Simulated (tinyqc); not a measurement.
Inside a calculation. Method: tight binding, honeycomb lattice. One step of it, computed by the program tinyqc.

Problem. Bloch Hamiltonian at k. H_AB = -t1 (1 + exp(-i k.a1) + exp(-i k.a2)); H_AA = delta - 2 t2 sum cos(k.b + phi), H_BB = -delta - 2 t2 sum cos(k.b - phi), b = a1, a2 - a1, -a2.

Parameters chosen for this model:
```
parameter,value,unit
t1,2.940000,"eV, nearest"
t2,0,"eV, second neighbours"
phi,1.570000,"rad, phase of t2 (Haldane)"
delta,0,"eV, +/- on A and B"
```

k point k (fractions of the reciprocal vectors): -0.140000  -0.010000

Give: H(k) at k.

Solution.

H(k) at k (eV):
```
,A,B
A,0.0000,-7.7482-2.4499i
B,-7.7482+2.4499i,0.0000
```
